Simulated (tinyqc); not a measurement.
Lattice sites along [110]: pair of shallow donors (hydrogen-like orbitals).

Each donor has the orbital exp(-r/a); energy unit Ha* = q/(eps a), q = e^2/(4 pi eps0), so that a lone donor is bound by Ha*/2; x = R/a. One electron: S = (1 + x + x^2/3) exp(-x), j = 1/x - (1 + 1/x) exp(-2x), k = (1 + x) exp(-x); levels E(+/-) = -1/2 - (j +/- k)/(1 +/- S) in Ha*, without the repulsion of the ions, split by D = |E(-) - E(+)|. In six valleys the overlaps S and k are multiplied by v = [cos(K Rx) + cos(K Ry) + cos(K Rz)]/3, K = k0 (2 pi/a_lat), for isotropic envelopes and the symmetric valley state.

Two electrons, Heitler-London: with S' = (1 - x + x^2/3) exp(x), C = 1/x - exp(-2x)(1/x + 11/8 + 3x/4 + x^2/6), X = (1/5){exp(-2x)(25/8 - 23x/4 - 3x^2 - x^3/3) + (6/x)[S^2 (0.5772157 + ln x) + S'^2 Ei(-4x) - 2 S S' Ei(-2x)]}, Q = C - 2j + 1/x and A = X - 2 S k + S^2/x, the singlet and triplet lie at (Q +/- w A)/(1 +/- w S^2) from two lone donors, with the valley weight w = v^2; the exchange is J = triplet - singlet.

Constants: e^2/(4 pi eps0) = 14.39964547 eV angstrom.

Parameters, chosen for this exercise (near those of two donors in Si; the results hold for these values, not for the real material): a = 18.1 angstrom (orbital radius); eps = 11.6 (dielectric constant); a_lat = 5.431 angstrom (lattice constant); k0 = 0.849 2 pi/a_lat (valley position); sites = ((9, 9, 0), (9.5, 9.5, 0), (10, 10, 0), (10.5, 10.5, 0), (11, 11, 0), (11.5, 11.5, 0), (12, 12, 0), (12.5, 12.5, 0), (13, 13, 0), (13.5, 13.5, 0)) a_lat (positions of the second donor).

D and J for each site, and for v = 1.

Cases:
```
site
"(9, 9, 0)"
"(9.5, 9.5, 0)"
"(10, 10, 0)"
"(10.5, 10.5, 0)"
"(11, 11, 0)"
"(11.5, 11.5, 0)"
"(12, 12, 0)"
"(12.5, 12.5, 0)"
"(13, 13, 0)"
"(13.5, 13.5, 0)"
```

Rank the cases by J (micro-eV), lowest first.

Answer: (11, 11, 0), (12.5, 12.5, 0), (13.5, 13.5, 0), (9, 9, 0), (11.5, 11.5, 0), (12, 12, 0), (10, 10, 0), (13, 13, 0), (10.5, 10.5, 0), (9.5, 9.5, 0).

Results:
```
site,R (angstrom),v,D (meV),J (micro-eV),J for v = 1
"(9, 9, 0)",69.1,-0.088,0.610,13.9,1.79e+03
"(9.5, 9.5, 0)",73.0,0.944,5.80,1.17e+03,1.32e+03
"(10, 10, 0)",76.8,-0.332,1.70,106,964
"(10.5, 10.5, 0)",80.6,0.906,4.03,577,702
"(11, 11, 0)",84.5,-0.020,0.0760,0.211,509
"(11.5, 11.5, 0)",88.3,0.390,1.24,55.8,367
"(12, 12, 0)",92.2,0.587,1.59,90.9,264
"(12.5, 12.5, 0)",96.0,-0.174,0.396,5.70,189
"(13, 13, 0)",99.8,0.982,1.90,130,135
"(13.5, 13.5, 0)",103.7,-0.314,0.510,9.46,96.0
```

Over these sites the envelope alone changes J by a factor 18.6, and the valley factor v^2 by 2.33e+03; J runs from 0.211 at (11, 11, 0) to 1.17e+03 micro-eV at (9.5, 9.5, 0). Along [110] only two valleys keep their phase, so v = (1 + 2 cos)/3 can pass through zero. J does not fall steadily with distance.

Run: tinyqc, `OMP_NUM_THREADS=1 python tinyqc.py 1250443 1250444 out.jsonl`; Intel(R) Xeon(R) Processor @ 2.30GHz, one thread, shared host; about 0.01 s of CPU time with all checks.
